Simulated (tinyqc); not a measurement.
Convergence with the mesh in the empty well.

In an empty well of width L and depth Vb, level k solves kw L/2 = (k - 1) pi/2 + arctan(sqrt((mw/mb)(Vb - E)/E)) with kw = sqrt(mw E/C), C = hbar^2/(2 m0). Mesh: N intervals across the well, hz = L/N, nodes at (i + 1/2) hz from an edge, mass (mw + mb)/2 on the interval that holds an interface, walls 3 L outside the edges; H_ii = C (1/m_(i-1/2) + 1/m_(i+1/2))/hz^2 + V_i, H_(i,i+1) = -C/(m_(i+1/2) hz^2). No field, no charge.

Values chosen for this exercise; material values close to those of In0.53Ga0.47As in InAlAs:
- mw = 0.0402 m0 (mass along z in the well)
- mb = 0.0764 m0 (mass along z in the barriers)
- Vb = 0.497 eV (barrier height)
- L = 12.6 nm (well width)

Constants: q = 1.602176634e-19 C, hbar = 1.054571817e-34 J s, m0 = 9.1093837015e-31 kg, hbar^2/(2 m0) = 0.0380998212 eV nm^2. Results are converted to the units shown.

The same in every row: exact E1 (meV) = 34.89.

Results:

| N | E1 on the mesh (meV) | error (%) |
|---|---|---|
| 4 | 24.85 | -28.8 |
| 8 | 31.14 | -10.7 |
| 16 | 33.80 | -3.12 |
| 32 | 34.60 | -0.815 |
| 128 | 34.87 | -0.0516 |

Estimate the missing row, N = 64.

Computed row:

| N | E1 on the mesh (meV) | error (%) |
|---|---|---|
| 64 | 34.82 | -0.206 |

With this row back in the table: The error goes from -29 % to -0.052 %; between N = 32 and 64 it shrinks by a factor of 4.0, the 4 of a second-order scheme.

tinyqc, about 0.2 s, one thread, Intel Xeon 2.30GHz (shared host): `OMP_NUM_THREADS=1 python tinyqc.py 2140142 2140143 out.jsonl`
